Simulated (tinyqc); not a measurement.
Biaxially strained (001) channel, valley splitting in an inversion layer: two steps of the calculation.

A thin layer grown on a relaxed buffer is stretched in the plane. The two valleys with their long axis along the growth direction (D2) sink against the four in-plane ones (D4); confinement in a triangular well splits them too. Only the lowest subband of each set is kept; one relaxation time, so the weakening of intervalley scattering is left out.

Parameters, values chosen for the exercise; values close to those of silicon on relaxed silicon-germanium: germanium share of the relaxed buffer x = 0.37; lattice mismatch per unit x b1 = 0.0418; elastic constant c11 = 167 GPa; elastic constant c12 = 65.9 GPa; shear deformation potential Xu = 9.19 eV; Burgers vector bv = 0.384 nm.

Question 1. Strain, stress and splitting. e_par = b1 x, e_perp = -2 (c12/c11) e_par, splitting D = Xu (e_par - e_perp), in-plane stress (c11 + c12 - 2 c12^2/c11) e_par.

Wanted: e_par; e_perp; D; stress.

Answer 1.

e_par = 1.5466 %
e_perp = -1.2206 %
D = 254.31 meV
stress = 2.7976 GPa

Question 2. Critical thickness by substitution. Critical thickness (Matthews-Blakeslee, 60-degree dislocations): h = bv (1 - nu/4)[ln(h/bv) + 1]/(4 pi e_par (1 + nu)), nu = c12/(c11 + c12). The right side gives h(new); e_par = b1 x.

h at the start = 2 nm

Find: h after iteration 1.

Answer 2.

h after iteration 1 = 3.793 nm

tinyqc, about 0.01 s, one thread, Intel Xeon 2.30GHz (shared host): `OMP_NUM_THREADS=1 python tinyqc.py 2530043 2530044 out.jsonl`
